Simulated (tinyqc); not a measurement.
## Poole-Frenkel parameters from three currents

Question. Poole-Frenkel conduction in an insulator follows J = s0 F exp[-(pt - sqrt(q F/(pi eps0 ei)))/Vt], Vt = kB T/q, F in V/cm. Find ei, pt and s0.

Constants: q = 1.602176634e-19 C, kB = 1.380649e-23 J/K, eps0 = 8.8541878128e-14 F/cm where lengths are in cm. Results are converted to the units shown.

J at (0.79 MV/cm, 350 K), (3.15 MV/cm, 350 K) and (3.15 MV/cm, 400 K) (A/cm^2): 0.0039493577  4405.6784  12533.401

Solution. The two fields give the lowering coefficient and so ei; the two temperatures give the lowered barrier, to which the lowering is added back.

ei = 3.160
pt = 1.010 eV
s0 = 6.000 S/cm

Numbers from tinyqc (`OMP_NUM_THREADS=1 python tinyqc.py 2370007 2370008 out.jsonl`; about 0.01 s on one thread of a shared Intel Xeon 2.30GHz).
